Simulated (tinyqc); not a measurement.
# Changing the Grueneisen parameter gamma_TA

Model: quasi-harmonic thermal expansion with mode Grueneisen parameters. Computed by tinyqc, a small Python program. Command: `OMP_NUM_THREADS=1 python tinyqc.py 3002736 3002737 out.jsonl qha sweep`. One thread of a shared host (Intel(R) Xeon(R) Processor @ 2.30GHz), about 0.05 s of CPU time with the checks.

A crystal with two atoms a cell; per atom there are 1 transverse acoustic (TA), 1/2 longitudinal acoustic (LA) and 3/2 optical (O) modes. Every frequency of group i scales as nu_i (V/V0)^(-gamma_i). Each group has one frequency. Static energy: E = (9 V0 B0/16) [y^3 B' + y^2 (2 - 4 y)], y = (V0/V)^(2/3) - 1, with pressure P_s = (3 B0/2) (z^7 - z^5) [1 + (3/4)(B' - 4)(z^2 - 1)], z = (V0/V)^(1/3).

Inputs (values chosen for the exercise, for a model crystal): static volume V0 = 23.8 angstrom^3/atom; static bulk modulus B0 = 195 GPa; static B' = 5.07; frequency nu_TA = 2.74 THz; frequency nu_LA = 5.51 THz; frequency nu_O = 8.67 THz; Grueneisen parameter gamma_LA = 2; Grueneisen parameter gamma_O = 1.5; temperature T = 200 K; step factor f = 0.8.

Acoustic groups: Einstein.

Constants: h x 1 THz = 4.135667696 meV; k_B = 8.617333262e-05 eV/K; 1 eV/angstrom^3 = 160.2176634 GPa.

Method:
- For a mode with x = h nu/(k_B T), n = 1/(exp(x) - 1): U = h nu (n + 1/2), C/k_B = x^2 n (n + 1); U_i and C_i sum these over group i with its weight per atom.
- Phonon pressure P_ph = sum_i gamma_i U_i/V.
- gamma_th = sum gamma_i C_i / sum C_i; volume expansion coefficient alpha_V = gamma_th C k_B/(B0 V0); linear coefficient alpha_V/3; first-order volume change P_ph/B0.
- Start at V0 and step V(new) = V [1 + f (P_s + P_ph)/B0]; stop when |P_s + P_ph| < 1e-8 GPa, after 60 steps, or when V leaves 0.7 to 1.3 V0.
- B_T = -V d(P_s + P_ph)/dV at fixed T (central difference, step 1e-4 V); alpha_V = sum gamma_i C_i k_B/(B_T V), all at V(T); the linear coefficient is alpha_L = alpha_V/3.
- C_P - C_V = alpha_V^2 B_T V T; the optical frequency is nu_O (V/V0)^(-gamma_O).
- At T = 0, U_i is the zero-point energy (h nu/2 a mode); solve P_s + P_ph = 0.

One run for each value; columns: (1) Grueneisen parameter gamma_TA; (2) linear expansion coefficient (ppm/K); (3) gamma_th at V0; (4) volume change from V0 (%); (5) zero-point volume change (%):
```
(1)      (2)     (3)      (4)      (5)
-2.2  0.3321  0.1350  0.11140  0.13541
-1.7  0.8126  0.3314  0.14232  0.14527
-1.2  1.2941  0.5278  0.17329  0.15512
-0.7  1.7765  0.7241  0.20430  0.16496
-0.2  2.2598  0.9205  0.23534  0.17480
0.3   2.7441  1.1169  0.26642  0.18462
0.8   3.2294  1.3132  0.29753  0.19442
1.3   3.7156  1.5096  0.32868  0.20421
1.8   4.2028  1.7060  0.35985  0.21398
```

Describe the trends.

Over the rows, linear expansion coefficient (ppm/K) rises from 0.332 to 4.20; gamma_th at V0 rises from 0.135 to 1.71; volume change from V0 (%) rises from 0.111 to 0.360.
